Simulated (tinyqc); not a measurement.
Input admittance of a MOSFET at zero drain bias: distributed channel and distributed gate: two steps of the calculation.

Source and drain grounded, strong inversion, w = 2 pi f, Cox = eps0 eox/tox. The channel is an RC line of resistance 1/(mu Cox Vo) per square fed from both ends, so one finger has the intrinsic admittance y = i w Cox L tanh(g)/g per width, g = (1/2) sqrt(i w tau), tau = L^2/(mu Vo). The vertical resistance rv/L is in series with y, the overlaps 2 i w Cov in parallel: y_t = 1/(1/y + rv/L) + 2 i w Cov. The gate strip is a line of Rsh/L per length loaded by y_t, so a finger has Y = y_t Wf tanh(k)/k, k = (Wf/sd) sqrt(y_t Rsh/L); the device has Nf Y.

Values chosen for this exercise; values of the order met in silicon radio-frequency transistors:
- eox = 3.9 (relative permittivity of the gate insulator (close to silicon dioxide))
- tox = 3 nm (insulator thickness)
- L = 1.2 um (channel length)
- Wf = 3.3 um (finger width)
- Nf = 16 (number of fingers)
- mu = 150 cm^2/(V s) (channel mobility)
- Vo = 0.31 V (gate overdrive)
- Rsh = 9.4 ohm/square (sheet resistance of the gate)
- rv = 3.8 ohm um^2 (vertical resistivity of the gate stack)
- sd = 1 (number of ends at which a finger is contacted)
- Cov = 0.16 fF/um (overlap and fringe capacitance on each side)
- f = 0.22 GHz (frequency)

Constants: eps0 = 8.8541878128e-14 F/cm where lengths are in cm. Results are converted to the units shown.

Question 1. Low-frequency resistances and capacitance. Low-frequency limits, with c = Cox L and ct = c + 2 Cov: R_strip = Rsh Wf/(3 sd^2 L Nf), R_ch = (c/ct)^2 L/(12 mu Cox Vo Wf Nf), R_vert = (c/ct)^2 rv/(L Wf Nf), C = ct Wf Nf.

Find: parts; sum; C; 1/(2 pi R C).

Answer 1.

parts (ohm): strip 0.5385, channel 33.80, vertical 0.05729
sum = 34.40 ohm
C = 746.2 fF
1/(2 pi R C) = 6.201 GHz

The channel term is the largest, 98.3 % of the sum.

Question 2. Admittance of the channel and stack per width. tau, g, c = Cox L, y and y_t as defined.

Wanted: tau; g; c; y; y_t.

Answer 2.

tau = 309.68 ps
g = 0.23132+0.23132i
c = 13.813 fF/um
y = 0.680+19.064i uS/um
y_t = 0.681+19.506i uS/um

w tau = 0.428, and Im y is 0.998 of w c.

Computed by the program tinyqc: `OMP_NUM_THREADS=1 python tinyqc.py 2262107 2262108 out.jsonl`, one thread of a shared Intel Xeon 2.30GHz, about 0.01 s for the whole run.
